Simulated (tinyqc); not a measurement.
What moves the results: special k points of the hexagonal lattice. A value that a table varies takes the place of the one given here.

Lattice vectors in units of a: a1 = (1, 0), a2 = (-1/2, sqrt(3)/2); reciprocal vectors b_i with a_i . b_j = 2 pi delta_ij. Mesh: k = sum_i f_i b_i with f_i = (2 j_i + shift)/(2 N), j_i = 0 .. N-1. The point group of the lattice has 12 operations; only those that map the mesh onto itself are used.

A_m(k) = sum over the m-th star of lattice vectors R of cos(k . R), stars in order of length: m = 1: |R|^2 = 1, 6 vectors, such as (1, 1) in the basis a_i; m = 2: |R|^2 = 3, 6 vectors, such as (2, 1) in the basis a_i; m = 3: |R|^2 = 4, 6 vectors, such as (2, 2) in the basis a_i; m = 4: |R|^2 = 7, 12 vectors, such as (3, 2) in the basis a_i; m = 5: |R|^2 = 9, 6 vectors, such as (3, 3) in the basis a_i; m = 6: |R|^2 = 12, 6 vectors, such as (4, 2) in the basis a_i. The zone mean of every A_m is zero.

Test function, the lower band of a two-band insulator: E(k) = -sqrt(D^2 + (e0 - t A_1(k))^2).

Inputs chosen for the exercise:

| symbol | value | unit | meaning |
|---|---|---|---|
| D | 1.73 | eV | half gap term |
| t | 0.95 | eV | coupling |
| e0 | 1.69 | eV | offset |
| N | 5 |  | points along each reciprocal vector |
| shift | 1 |  | half steps |

## Mesh size and shift

Errors of the mean of E against the unshifted mesh with N = 96. The fifth column is |R|^2 of the shortest star with a non-zero mean.

Meshes:

| mesh | points | irreducible | operations | \|R\|^2 missed | error (meV) |
|---|---|---|---|---|---|
| 2 Gamma | 4 | 2 | 12 | 4.00 | -860.360 |
| 2 shifted | 4 | 2 | 4 | 4.00 | 356.381 |
| 3 Gamma | 9 | 3 | 12 | 9.00 | 43.059 |
| 3 shifted | 9 | 4 | 4 | 9.00 | -18.147 |
| 4 Gamma | 16 | 4 | 12 | 16.00 | 52.196 |
| 4 shifted | 16 | 6 | 4 | 16.00 | -17.963 |
| 5 Gamma | 25 | 5 | 12 | 25.00 | -18.647 |
| 5 shifted | 25 | 9 | 4 | 25.00 | 6.632 |
| 6 Gamma | 36 | 7 | 12 | 36.00 | -2.845 |
| 6 shifted | 36 | 12 | 4 | 36.00 | 0.812 |
| 8 Gamma | 64 | 10 | 12 | >36 | -0.423 |
| 8 shifted | 64 | 20 | 4 | >36 | 0.136 |
| 10 Gamma | 100 | 14 | 12 | >36 | 0.312 |
| 10 shifted | 100 | 30 | 4 | >36 | -0.103 |

reference mean = -3.22028 eV

The shifted mesh has the smaller error for 7 of 7 values of N and the larger for 0. The cheapest mesh within 1 meV is 8 Gamma, with 10 irreducible points. A mesh misses the lattice vectors N (n1 a1 + n2 a2 + ...); the half shift gives each the sign (-1)^(n1 + n2 + ...), so the 6 shortest ones add up to -2 in place of 6. The shift lowers the symmetry; it leaves more irreducible points for N = 3, 4, 5, 6, 8 and 10.

## Gap and mesh density

D takes the values listed; errors against the unshifted mesh with N = 192, for unshifted meshes.

Errors (meV):

| D (eV) | reference (eV) | N = 2 | N = 4 | N = 6 | N = 8 |
|---|---|---|---|---|---|
| 0.2 | -2.6000 | -1100.424 | 217.804 | -26.784 | -0.126 |
| 0.4 | -2.6373 | -1079.327 | 184.155 | -20.498 | -1.063 |
| 0.8 | -2.7603 | -1020.544 | 125.620 | -11.315 | -1.396 |
| 1.5 | -3.0886 | -899.838 | 64.452 | -3.984 | -0.605 |
| 2.5 | -3.7237 | -738.664 | 26.819 | -0.965 | -0.119 |
| 4.0 | -4.8882 | -558.806 | 8.883 | -0.159 | -0.011 |

The first listed N from which the error stays below 0.5 meV is 8 for D = 0.2, none for D = 0.4, none for D = 0.8, none for D = 1.5, 8 for D = 2.5, 6 for D = 4 eV. A larger D makes the function smoother, so its Fourier coefficients fall faster with |R|.

## What moves the zone average

Mean of E over the mesh, and its error against the unshifted mesh with N = 96. Each row changes one parameter from the base and keeps the others.

Results:

| case | mean (eV) | error (meV) | irreducible points |
|---|---|---|---|
| base | -3.2136 | 6.63 | 9 |
| N = 6 | -3.2195 | 0.81 | 12 |
| shift = 0 | -3.2389 | -18.65 | 5 |
| D = 1.211 eV | -2.9261 | 12.38 | 9 |
| t = 1.235 eV | -3.6620 | 16.97 | 9 |

The largest shifts from the base row, up to three for each result and ties (the steps differ in size, so this ranks the rows, not the parameters). mean (eV): t -0.4483, D +0.2876, shift -0.0253. error (meV): shift -25.28, t +10.34, N -5.82. irreducible points: shift -4, N +3; unchanged at the printed digits by D and t.

Program tinyqc; command `OMP_NUM_THREADS=1 python tinyqc.py 1681105 1681106 out.jsonl`; about 0.1 s on one thread of a shared Intel(R) Xeon(R) Processor @ 2.30GHz.
